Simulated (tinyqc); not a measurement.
## Carrier density from the ballistic resistance

Problem. A wide ballistic two-dimensional channel with gv valleys has G/W = (2 q^2/h) gv kF/pi and n = gv kF^2/(2 pi). Find kF, n and the Fermi energy C kF^2/m, C = hbar^2/(2 m0).

Inputs (values chosen for the exercise):

| symbol | value | unit | meaning |
|---|---|---|---|
| m | 0.023 | m0 | mass |
| gv | 1 |  | valleys |

Constants: q = 1.602176634e-19 C, hbar = 1.054571817e-34 J s, h = 6.62607015e-34 J s, m0 = 9.1093837015e-31 kg, hbar^2/(2 m0) = 0.0380998212 eV nm^2. Results are converted to the units shown.

R W = 228.85004 ohm um

Answer. kF = pi h/(2 q^2 gv R W).

kF = 0.177 1/nm
n = 5.00e11 cm^-2
Ef = 0.0520 eV

tinyqc, about 0.04 s, one thread, Intel Xeon 2.30GHz (shared host): `OMP_NUM_THREADS=1 python tinyqc.py 2740040 2740041 out.jsonl`
